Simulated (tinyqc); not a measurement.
A log to judge: quasi-harmonic thermal expansion with mode Grueneisen parameters. Computed by tinyqc. Command: `OMP_NUM_THREADS=1 python tinyqc.py 3015169 3015170 out.jsonl qha walk`. One thread of a shared host (Intel(R) Xeon(R) Processor @ 2.30GHz), about 0.05 s of CPU time with the checks.

A crystal with two atoms a cell; per atom there are 1 transverse acoustic (TA), 1/2 longitudinal acoustic (LA) and 3/2 optical (O) modes. Every frequency of group i scales as nu_i (V/V0)^(-gamma_i). Each group has one frequency. Static energy: E = (9 V0 B0/16) [y^3 B' + y^2 (2 - 4 y)], y = (V0/V)^(2/3) - 1, with pressure P_s = (3 B0/2) (z^7 - z^5) [1 + (3/4)(B' - 4)(z^2 - 1)], z = (V0/V)^(1/3).

Inputs (values chosen for the exercise, for a model crystal):
```
quantity,value,unit
static volume V0,17.7,angstrom^3/atom
static bulk modulus B0,180,GPa
static B',4.85,-
frequency nu_TA,1.84,THz
frequency nu_LA,4.11,THz
frequency nu_O,5.98,THz
Grueneisen parameter gamma_TA,0.61,-
Grueneisen parameter gamma_LA,1.9,-
Grueneisen parameter gamma_O,1.7,-
temperature T,50,K
step factor f,2.1,-
```

Acoustic groups: Einstein.

Constants: h x 1 THz = 4.135667696 meV; k_B = 8.617333262e-05 eV/K; 1 eV/angstrom^3 = 160.2176634 GPa.

Method:
- For a mode with x = h nu/(k_B T), n = 1/(exp(x) - 1): U = h nu (n + 1/2), C/k_B = x^2 n (n + 1); U_i and C_i sum these over group i with its weight per atom.
- Phonon pressure P_ph = sum_i gamma_i U_i/V.
- Start at V0 and step V(new) = V [1 + f (P_s + P_ph)/B0]; stop when |P_s + P_ph| < 1e-8 GPa, after 60 steps, or when V leaves 0.7 to 1.3 V0.

Iterations:
```
step,V (angstrom^3),P_s + P_ph (GPa)
0,17.7000,0.3929
1,17.7811,-0.4257
2,17.6928,0.4665
3,17.7891,-0.5049
4,17.6843,0.5538
5,17.7986,-0.5988
6,17.6742,0.6575
7,17.8098,-0.7099
8,17.6623,0.7807
...,...,...
51,19.5894,-13.9807
52,16.3943,17.0958
53,19.6641,-14.3840
54,16.3642,17.5720
55,19.7190,-14.6741
56,16.3431,17.9088
57,19.7578,-14.8761
58,16.3288,18.1402
59,19.7845,-15.0135
```

Can the last value be used, and what does the course show?

No. Not converged: the residual wanders without falling. Near the solution each step multiplies the error by about 1 - f B/B0, with f = 2.1. Reruns converge with step factor f = 1.0; or with step factor f = 0.6.
